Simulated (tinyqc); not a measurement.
From time to reach the membrane back to bath temperature T: anisotropic wet etching of Si(100): plane rates, V-grooves, membranes and undercut. Computed by tinyqc, a small Python program. Command: `OMP_NUM_THREADS=1 python tinyqc.py 3011776 3011777 out.jsonl wetetch inv`. One thread of a shared host (Intel(R) Xeon(R) Processor @ 2.30GHz), about 0.02 s of CPU time with the checks.

A long slot opens the mask on a (100) wafer. The floor etches at R100; (111) walls stand at theta = arctan(sqrt2) = 54.7356 degrees to the surface and recede at R111 along their normal.

Inputs (values chosen for the exercise, close to those used for potassium hydroxide solutions): prefactor k0 of the (100) rate = 5.7e+08 um/min; activation energy of (100), E = 0.594 eV; ratio (100)/(111) at 80 C = 58; extra energy of (111), dE = 0.11 eV; ratio (100)/oxide at 80 C = 180; extra energy of the oxide, dE_ox = 0.29 eV; corner undercut rate over (100) rate, c = 1.6; width w (mask opening along <110>, or membrane width in the design step) = 58 um; misalignment of the mask = 0 degrees; etch time t = 170 min; wafer thickness d = 300 um; membrane thickness wanted = 6.9 um.

Constants: k_B = 8.617333262e-05 eV/K.

Method:
- R100 = k0 exp(-E/(k_B T)); a ratio given at 80 C scales as exp[(extra energy/k_B)(1/T - 1/353.15 K)]; R111 and R_ox follow by division.
- Temperatures in kelvin are T(C) + 273.15.
- A misaligned edge exposes ledges and adds R100 sin(misalignment) to the lateral rate (a simple estimate): u = R111/sin(theta) + R100 sin(misalignment). Top width W = w + 2 u t; floor width b = W - 2 z/tan(theta) = W - sqrt2 z. The floor lasts until b = 0, at t_V = w/(sqrt2 R100 - 2u); depth z = R100 t before t_V and W/sqrt2 after.
- Etch depth d - membrane, time = depth/R100; for a membrane as wide as w the opening must be w + sqrt2 depth - 2 u time; oxide mask consumed R_ox x time; a 1 K error changes the depth by the fraction E/(k_B T^2); a convex mask corner, such as that of a mesa, would retreat by c x depth.

Problem. A run gave the result below. Find the bath temperature T, known to lie between 28 and 52 C.

time to reach the membrane = 1916.38 min

Solution.

Each step takes the trial c = (a f_b - b f_a)/(f_b - f_a), f being the result less the target and a, b, c the logarithms of the listed values; c replaces end b, the old b replaces a if the sign of f changed, and otherwise f_a is halved.

Scan of the range:
```
bath temperature T (C)  time to reach the membrane (min)
28.0                                             4485.35
31.0                                             3578.87
34.4                                             2785.70
38.2                                             2119.02
42.3                                             1589.15
46.9                                             1160.83
52.0                                              828.05
```

False position (Illinois rule, in the logarithm of the input) inside the bracket:
```
step    end a    end b    trial  time to reach the membrane (min)
1     38.2000  42.3000  39.7188                           1903.09
2     38.2000  39.7188  39.5396                           1927.27
3     39.7188  39.5396  39.6202                           1916.35
4     39.5396  39.6202  39.6200                           1916.38
5     39.5396  39.6200  39.6200                           1916.38
6     39.6200  39.6200  39.6200                           1916.38
```

Time to reach the membrane falls at every point of a 13-point scan of the range (every second point is shown), so one value fits; it is bracketed by 38.2 and 42.3. Answer: bath temperature T = 39.62 C.

Caution: rates also depend on concentration, doping, additives and stirring, all held fixed here.
